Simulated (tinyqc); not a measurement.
Inside a calculation. Model: band bending at a free surface with one surface level, surface photovoltage and Kelvin probe.

Program tinyqc, `OMP_NUM_THREADS=1 python tinyqc.py 2430148 2430149 out.jsonl`; Intel Xeon 2.30GHz, shared host, one thread, about 0.02 s. Printed values are rounded.

n-type bulk, xi = Ec - EF = Vt ln(Nc/Nd), p0 = ni^2/Nd, ni = sqrt(Nc Nv) exp(-Eg/(2 Vt)), Eg in volts. b is the upward band bending, u = b/Vt. Space charge per area, in units of q: Qc = sign(b) sqrt((2 eps0 eps_r Vt/q) [(Nd + dn)(exp(-u) - 1) + Nd u + (p0 + dn)(exp(u) - 1)]), with dn the excess density under light (flat quasi-Fermi levels; 0 in the dark). The level holds -Ns f, f = 1/(1 + exp((xi + b - Es)/Vt)). Neutrality: Qc + Qf + (charge of the states) = 0.

Values chosen for this exercise; band and dielectric values close to those of gallium arsenide: temperature T = 300 K; band gap Eg = 1.43 eV; relative permittivity eps_r = 12.8; conduction-band density of states at T Nc = 4.44e17 cm^-3; valence-band density of states at T Nv = 9.15e18 cm^-3; electron affinity chi = 4.06 eV; donor density Nd = 4.4e16 cm^-3; fixed positive charge at the surface Qf = 0 cm^-2; work function of the probe tip pt = 5.29 eV; density of an acceptor-like surface level Ns = 2.2e12 cm^-2; its depth below the conduction edge Es = 0.77 eV; excess carrier density under light dn = 2e12 cm^-3.

Constants: q = 1.602176634e-19 C, kB = 1.380649e-23 J/K, Vt = kB T/q, eps0 = 8.8541878128e-14 F/cm where lengths are in cm. Results are converted to the units shown.

## Bulk quantities

xi, ni, p0, the Debye length sqrt(eps0 eps_r Vt/(q Nd)) and the flat-band work function chi + xi.

xi = 0.05976039 eV
ni = 1.963047e6 cm^-3
p0 = 8.758076e-5 cm^-3
Debye length = 20.38660 nm
chi + xi = 4.119760 eV

## Charges against band bending

```
point,b (V)
0,0.22
1,0.366
2,0.512
3,0.659
4,0.805
5,0.952
6,1.098
```

Evaluate Qc, the surface charge Qf - Ns f and their sum in the dark; the root lies where the sum changes sign.

```
point,Qc (cm^-2),surface charge (cm^-2),sum (cm^-2)
0,3.476464e11,-2.200000e12,-1.852354e12
1,4.601500e11,-2.199996e12,-1.739846e12
2,5.501103e11,-2.198972e12,-1.648862e12
3,6.277954e11,-1.933576e12,-1.305780e12
4,6.964268e11,-5.489640e10,6.415304e11
5,7.592867e11,-1.909806e8,7.590957e11
6,8.169998e11,-6.734956e5,8.169991e11
```

The sum rises steadily with b, so there is one root; bisection gives b = 0.73198 V.

## Work function and Kelvin-probe reading

converged b = 0.7319769 V

Work function chi + xi + b; contact potential difference CPD = (work function of the sample) - pt. Depth of EF below Ec at the surface: xi + b. Depletion width Qc/Nd.

xi + b = 0.7917373 eV
Qc = 6.629889e11 cm^-2
Qc/Nd = 150.6793 nm
work function = 4.851737 eV
CPD = -438.2627 mV

The level is 30.1 % filled: the Fermi level is pinned at it.

## Surface photovoltage

Under chopped light the surface charge keeps its dark value, so b falls to bL with Qc(bL, dn) = Qc(b, 0); the photovoltage is b - bL. Qc rises with b, so bL follows by bisection.

bL = 0.3294617 V
photovoltage = 402.5152 mV
share of b removed = 54.99015 %
excess holes at the surface, dn exp(bL/Vt) = 6.850831e17 cm^-3
